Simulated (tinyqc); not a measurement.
Inside a calculation. Model: pillar capacitor in an array: capacitance, non-linearity, leakage and relaxation.

tinyqc, about 0.01 s, one thread, Intel Xeon 2.30GHz (shared host): `OMP_NUM_THREADS=1 python tinyqc.py 2102174 2102175 out.jsonl` Printed values are rounded.

A film between two metal electrodes, each interface adding a series capacitance ci. The small-signal permittivity is ek (1 + aq E^2); the field is found with the linear permittivity. Leakage J = J0 sinh(E/Ef). After a voltage step the film passes a relaxation current kr C V tt^(-nr), tt being the time in seconds. The sidewall is a coaxial capacitor with radii a = dm/2 and b = dm/2 + t, depth AR dm; the end face is left out.

Values chosen for this exercise; permittivity of the order of that of silicon nitride: relative permittivity of the film ek = 7.91; film thickness t = 14 nm; capacitance of each electrode interface (dead layer and screening) ci = 230 uF/cm^2; quadratic field coefficient of the permittivity aq = 0.0011 cm^2/MV^2; bias V = 2 V; leakage prefactor J0 = 2.6e-10 A/cm^2; field for an e-fold rise of the leakage Ef = 0.19 MV/cm; diameter of the pillar dm = 140 nm; aspect ratio, depth over diameter AR = 30; pitch of the square array pt = 330 nm; resistivity of the inner electrode rho = 120 uohm cm.

Constants: eps0 = 8.8541878128e-14 F/cm where lengths are in cm. Results are converted to the units shown.

## Planar capacitance, field and non-linearity

Planar film: Cf = eps0 ek/t, 1/C = 1/Cf + 2/ci, EOT = 3.9 eps0/C, effective permittivity C t/eps0, E = (V/t) C/Cf; quadratic coefficient [C(V)/C - 1]/V^2 with Cf (1 + aq E^2) in C(V).

Cf = 0.500262 uF/cm^2
C = 0.498095 uF/cm^2
EOT = 6.93268 nm
effective permittivity = 7.87574
E = 1.42238 MV/cm
quadratic coefficient = 553.958 ppm/V^2
J = 2.31831e-7 A/cm^2

The interfaces take 0.433 % of the voltage.

## Cell capacitance, fields and time constant

Per length 1/c = ln(b/a)/(2 pi eps0 ek) + (1/a + 1/b)/(2 pi ci); cell capacitance c AR dm; per footprint over pt^2; fields c V/(2 pi eps0 ek r) at r = a and b; resistance of the inner electrode rho AR dm/(pi a^2); time constant R C/3 of the distributed line.

a = 70 nm
b = 84 nm
cell capacitance = 10.0930 fF
capacitance per footprint = 9.26815 uF/cm^2
field at a = 1.56027 MV/cm
field at b = 1.30022 MV/cm
R = 0.327404 kohm
R C/3 = 1.10150 ps

The array gives 18.6 times the planar capacitance per footprint; curvature makes the field at the inner electrode 1.10 times the planar value.
